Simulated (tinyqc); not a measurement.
Length of a molecular wire: coherent transport through a tight-binding bridge. Computed by the program tinyqc. T = Gamma_L Gamma_R |G_1n|^2 with the self-energies of semi-infinite chains.

A uniform bridge between two chains:

| parameter | value |
|---|---|
| site energy (eV) | 2.020000 |
| hopping in the bridge (eV) | 0.560000 |
| lead hopping (eV) | 2.440000 |
| couplings (eV) | 0.57, 0.79 |
| E (eV) | 0.440000 |

Transmission against length:

| sites | T | ln T |
|---|---|---|
| 2 | 8.0826e-03 | -4.8180 |
| 3 | 1.3852e-03 | -6.5819 |
| 4 | 2.3900e-04 | -8.3391 |
| 5 | 4.1284e-05 | -10.0950 |
| 6 | 7.1329e-06 | -11.8508 |
| 7 | 1.2324e-06 | -13.6065 |
| 8 | 2.1294e-07 | -15.3623 |
| 9 | 3.6791e-08 | -17.1180 |
| 10 | 6.3568e-09 | -18.8737 |

What does the comparison show, and why?

E lies outside the band of the bridge (|E - e|/2h = 1.411 > 1), so T decays as exp(-beta n) with beta = 2 arccosh(1.411) = 1.7557 a site; the last two rows give 1.7557.
